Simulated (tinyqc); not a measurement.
k.p values derived from sp3s* tight binding at Gamma, step by step. Values are carried at full precision from step to step, so a last printed digit may differ when a step is redone from the rounded ones.

At Gamma the states are two-level mixtures: s-like S+ (upper) and S- (lower) from [[Esa, Vss], [Vss, Esc]], p-like P- (valence) and P+ from [[Epa, Vxx], [Vxx, Epc]], and the bare s* levels. With real k in 1/angstrom and kz = 0, the phase sums over the four bonds are g0 = 1 - (a k/4)^2/2, g1 = i a kx/4, g3 = -(a/4)^2 kx ky to second order. Each mixture is written (anion, cation) with the anion part positive. c = hbar^2/2m0. No spin-orbit coupling.

Constants: hbar^2/2m0 = 3.80998211 eV angstrom^2.

Values chosen for the exercise (near a published set for SiC, fitted to gaps, whose masses and valley positions are rough; not measured data): Esa = -8.446 eV (s level of the anion); Esc = -4.816 eV (s level of the cation); Epa = 2.116 eV (p level of the anion); Epc = 4.375 eV (p level of the cation); Vss = -12.406 eV (s-s); Vxx = 3.021 eV (px-px); a = 4.356 angstrom (lattice constant); Vsapc = 9.435 eV (s anion, p cation); Vscpa = 9.257 eV (s cation, p anion); Vxapc = 8.66 eV (s* anion, p cation); Vpaxc = 4.397 eV (p anion, s* cation); Exa = 9.701 eV (s* level of the anion); Exc = 9.263 eV (s* level of the cation); Vxy = 5.96 eV (px-py).

## States at Gamma

Solve the two blocks.

States:

| state | E (eV) | anion part | cation part |
|---|---|---|---|
| S- | -19.1691 | 0.75656 | 0.65393 |
| P- | 0.0203 | 0.82165 | -0.57000 |
| S+ | 5.9071 | 0.65393 | -0.75656 |
| P+ | 6.4707 | 0.57000 | 0.82165 |

## Linear terms and the Kane energy

<s state|dH/dkx|x state> = i P with P = (a/4)(sa pc Vsapc + sc pa Vscpa), sa, sc and pa, pc being the parts of the two states; for s* on the anion P = (a/4) pc Vxapc, on the cation (a/4) pa Vpaxc. Ep = P^2/c for S+ to P-.

Couplings:

| pair | P (eV angstrom) | E(first) - E(second) (eV) |
|---|---|---|
| S+ to P- | -10.0963 | 5.8868 |
| S+ to P+ | 1.1733 | -0.5637 |
| S- to P- | 0.9856 | -19.1893 |
| s*a to P- | -5.3755 | 9.6807 |
| s*c to P- | 3.9343 | 9.2427 |

Ep = 26.755 eV

The two terms of S+ to P- have the same sign and add: S+ and P- both change sign from anion to cation. An on-site momentum element between s and p, which real atoms have, is absent from this model.

## Electron mass

m0/m = [<S+|d2H/dkx^2|S+>/2 + sum P^2/(E(S+) - E(P))]/c over P- and P+, with the direct term -(a/4)^2 sa sc Vss.

parts of m0/m: direct -1.910, from P- 4.545, from P+ -0.641

mass = 0.5017 m0

The valence band supplies 228 % of m0/m; the direct term, which stands in for the free-electron 1, is -1.91. S+ is not the lowest valley of SiC; this is the mass of the Gamma level.

## Valence parameters L, M, N and the Luttinger values

Direct terms d0 = -(a/4)^2 pa pc Vxx, dN = -2 (a/4)^2 pa pc Vxy for P-. F = sum P^2/(E(P-) - E(s)) over S+, S-, s*a, s*c. The y state of P- couples to the z state of P+ through Q = (a/4) Vxy (pa p'c - pc p'a), primes for P+, and H1 = Q^2/(E(P-) - E(P+)). L = d0 + F, M = d0 + H1, N = dN + F + H1; g1 = -(L + 2M)/(3c), g2 = -(L - M)/(6c), g3 = -N/(6c).

d0, dN, F, Q, H1 (eV angstrom^2; Q in eV angstrom): 1.6779  6.6205  -21.9247  6.4904  -6.5306

L, M, N (eV angstrom^2): -20.247  -4.853  -21.835

g1, g2, g3: 2.621  0.673  0.955

Along [100] the masses without spin-orbit coupling are c/|L| = 0.188 (one band) and c/|M| = 0.785 (two bands).

## Checks

- Electron mass against a finite difference of the full bands: both 0.5017.
- L and M against finite differences along [100]: largest relative difference 2.6e-06.
- Lowest curvature along [111], (L + 2M + 2N)/3, against a finite difference: both -24.541.

(tinyqc, `OMP_NUM_THREADS=1 python tinyqc.py 1450566 1450567 out.jsonl`, Intel(R) Xeon(R) Processor @ 2.30GHz, 1 thread, shared host, about 0.01 s.)
